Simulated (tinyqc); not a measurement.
Inside a calculation. Method: MP2 on RHF in the 6-31g basis, for He, spin multiplicity 1. One step of it, computed by the program tinyqc.

Task: Iteration 9 (converged): orbitals. Diagonalise F' = X^T F X, C = X C', fill 1 alpha and 1 beta electrons from the bottom; D = 2 C_occ C_occ^T. Each column has its largest component positive (the first on a tie).

converged F (hartree):
```
,1He 1s,1He 2s
1He 1s,-0.549218,-1.000372
1He 2s,-1.000372,-0.429150
```

X:
```
,1,2
1He 1s,1.169047,0.553145
1He 2s,-1.169047,0.553145
```

Give: F' = X^T F X; orbital energies; coefficients C; D after iteration 9.

Result:

F' = X^T F X (hartree):
```
,1,2
1,1.3973,-0.0776
2,-0.0776,-0.9115
```

orbital energies (hartree): MO1 -0.9141, MO2 1.3999

coefficients C:
```
,MO1,MO2
1He 1s,0.5921,-1.1498
1He 2s,0.5136,1.1870
```

D after iteration 9:
```
,1He 1s,1He 2s
1He 1s,0.7011,0.6082
1He 2s,0.6082,0.5275
```
